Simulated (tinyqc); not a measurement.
Domain walls in a thin film with perpendicular anisotropy: Bloch, Neel and chiral walls, motion and stripe domains: one step, computed by the program tinyqc.

One-dimensional wall: polar angle theta(x), azimuth phi of the moment in the wall (phi = 0 Neel, 90 degrees Bloch). mu_0 = 1.25663706212e-6 T m/A, gamma = 1.76085963023e11 rad/(s T).

Task: Stripe domains. Dipolar length l = sigma/(mu_0 M_s^2); for t much smaller than the period the domain width is w = 0.955 t exp(pi l/t) (Kaplan and Gehring), given as log10 of w in nm.

Inputs (values chosen for the exercise, for a model film): saturation magnetisation M_s = 1070 kA/m; thickness t = 2.7 nm.

wall energy sigma = 6.414107 mJ/m^2

Give: dipolar length l; log10 of the domain width in nm.

Result:

dipolar length l = 4.4582 nm

log10 of the domain width in nm = 2.6642

Equilibrium domains are about 460 nm wide. Caution: the formula for N_x assumes a film much thinner than the wall width.
